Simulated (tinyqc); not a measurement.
# Donor binding, ionisation and the Mott limit: ionisation against doping

Hydrogenic donor: Ry = (m0 q^3/(8 eps0^2 h^2)) me/eps_r^2 in eV, E0 = cc Ry, radius a = q/(8 pi eps0 eps_r E0), Mott density Nm = (0.26/a)^3. Below Nm the level sinks as Ed = E0 [1 - (N/Nm)^(1/3)]. Neutrality: Nc F12(eta) = N/(1 + 2 exp(eta + Ed/kB T)), F12(x) = (2/sqrt(pi)) int_0^infinity sqrt(u)/(1 + exp(u - x)) du.

The neutrality equation is solved with F12 in each row.

Values chosen for this exercise; band and dielectric values close to those of gallium arsenide:
- T = 200 K (temperature)
- eps_r = 13 (relative permittivity)
- me = 0.066 m0 (mass in the hydrogenic formula, set independently of Nc)
- Nc = 2.37e17 cm^-3 (conduction-band density of states at 200 K)
- cc = 1 (ratio of the true binding energy to the hydrogenic one)

Constants: q = 1.602176634e-19 C, kB = 1.380649e-23 J/K, eps0 = 8.8541878128e-12 F/m, h = 6.62607015e-34 J s, m0 = 9.1093837015e-31 kg, Vt = kB T/q. Results are converted to the units shown.

Results:
```
N (cm^-3)	N/Nm	Ed (meV)	ionised (%)	ionised with Ed = E0 (%)
6.7e12	4.317e-4	4.912	99.99	99.99
1.9e13	0.001224	4.745	99.98	99.98
1.6e14	0.01031	4.157	99.83	99.82
4.7e14	0.03028	3.657	99.51	99.47
1.4e15	0.09020	2.931	98.63	98.44
3.9e15	0.2513	1.961	96.54	95.86
1.1e16	0.7087	0.5761	91.79	89.69
```

Estimate the missing row, N = 5.6e13 cm^-3.

Computed row:
```
N (cm^-3)	N/Nm	Ed (meV)	ionised (%)	ionised with Ed = E0 (%)
5.6e13	0.003608	4.499	99.94	99.94
```

With this row back in the table: The ionised share falls from 100 to 91.8 %, against 100 to 89.7 % for a fixed level: a higher density raises EF against the level, which fills more donors, while the sinking Ed works the other way.

Range of the model: A sharp level with degeneracy 2 overstates freeze-out near Nm, where the impurity band broadens and merges with the conduction band.

Numbers from tinyqc (`OMP_NUM_THREADS=1 python tinyqc.py 2330088 2330089 out.jsonl`; about 0.01 s on one thread of a shared Intel Xeon 2.30GHz).
